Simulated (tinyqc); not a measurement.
Polytypes and stacking faults of a tetrahedral semiconductor in an axial Ising model with couplings up to third neighbours: one step, computed by the program tinyqc.

Each double layer has s = +1 or -1 for the sense of its stacking step; E per pair of atoms = E0 - sum_n J_n <s_i s_(i+n)>, n = 1, 2, 3. Hexagonality h = (1 - <s_i s_(i+1)>)/2.

Problem. Splitting of a basal screw dislocation. Screw line, bounded by the single Shockley (31) fault of energy gamma: b = a, partials b_p = a/sqrt 3; d = G b_p^2 (2 - 3 nu)/(8 pi gamma (1 - nu)). One partial is driven off by the shear stress gamma/b_p along its Burgers vector.

Inputs (values chosen for the exercise, for a model crystal): basal lattice constant a = 3.08 angstrom; shear modulus G = 189 GPa; Poisson ratio nu = 0.22.

Host polytype: 4H.

energy of the glide fault, single Shockley (31) = 20.43806 mJ/m^2

Give: splitting width d; stress to open the fault.

Solution.

splitting width d = 19.99 nm

stress to open the fault = 114.9 MPa
